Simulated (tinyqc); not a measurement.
Inside a calculation. Model: thermoelectric coefficients of a parabolic band, Landauer integrals.

Numbers from tinyqc (`OMP_NUM_THREADS=1 python tinyqc.py 2800133 2800134 out.jsonl`; about 0.2 s on one thread of a shared Intel Xeon 2.30GHz). Printed values are rounded.

Bulk parabolic band, x = (E - Ec)/kB T, C = hbar^2/(2 m0), kB T in eV. Modes per area gv m kB T x/(4 pi C) times the back-scattering length l0 x^rr give the transport function s0 X(x), s0 = (2 q^2/h) gv m kB T l0/(4 pi C), X = x^(1 + rr). I_k = int X (x - eta)^k w dx, w = 1/(4 cosh^2((x - eta)/2)).

Inputs (values chosen for the exercise):
```
symbol,value,unit,meaning
T,400,K,temperature
m,0.62,m0,mass of one valley
gv,1,,valleys
l0,0.51,nm,back-scattering length at x = 1
rr,2,,energy exponent of that length
kL,0.98,W/(m K),lattice thermal conductivity
eta,1.2,,reduced Fermi level (EF - Ec)/kB T
xa,0,,lower end of the grid
xe,13,,upper end of the grid
nE,15,,points of the grid
```

Constants: q = 1.602176634e-19 C, kB = 1.380649e-23 J/K, hbar = 1.054571817e-34 J s, h = 6.62607015e-34 J s, m0 = 9.1093837015e-31 kg, Vt = kB T/q, hbar^2/(2 m0) = 0.0380998212 eV nm^2. Results are converted to the units shown.

Range of the model: Parabolic bands, elastic scattering and a fixed kL make these model figures, not those of a material.

## The three integrals on a coarse grid

Simpson's rule on nE equally spaced points from xa to xe.

```
point         x          X            w         X w
0       0.00000          0    0.1778944           0
1       0.92857  0.8006560    0.2454514   0.1965221
2       1.85714   6.405248    0.2248402    1.440157
3       2.78571   21.61771    0.1410919    3.050084
4       3.71429   51.24198   0.06925832    3.548933
5       4.64286   100.0820   0.03002267    3.004729
6       5.57143   172.9417   0.01231993    2.130630
7       6.50000   274.6250  0.004942133    1.357233
8       7.42857   409.9359  0.001964511   0.8053234
9       8.35714   583.6782  7.780648e-4   0.4541394
10      9.28571   800.6560  3.077170e-4   0.2463755
11     10.21429   1065.673  1.216297e-4   0.1296175
12     11.14286   1383.534  4.806514e-5  0.06649974
13     12.07143   1759.041  1.899250e-5  0.03340858
14     13.00000       2197  7.504445e-6  0.01648727
```

I_0, I_1, I_2 on this grid: 15.28901  50.23983  221.1122

Converged values are 15.316, 50.476 and 224.70; the grid is 0.18 % below the first and 1.6 % below the last.

## Coefficients of the electrons

converged I_0, I_1, I_2: 15.31605  50.47638  224.7000

sigma = s0 I_0, S = -(kB/q) I_1/I_0, Lorenz number L = (kB/q)^2 [I_2/I_0 - (I_1/I_0)^2], kappa_e = L sigma T.

s0 = 17.63830 S/cm
sigma = 270.1491 S/cm
S = -283.9973 uV/K
L = 2.828919 x 1e-8 V^2/K^2
kappa_e = 0.3056921 W/(m K)

L is 16 % above the Sommerfeld value (pi^2/3)(kB/q)^2 = 2.443e-8 V^2/K^2. The Mott formula -(pi^2/3)(kB/q)(1 + rr)/eta gives -709 uV/K, 2.50 times S in size.

## Power factor and figure of merit

Power factor S^2 sigma, ZT = S^2 sigma T/(kappa_e + kL).

power factor = 2.178873 mW/(m K^2)
ZT = 0.6778834
electronic share of kappa = 23.77646 %
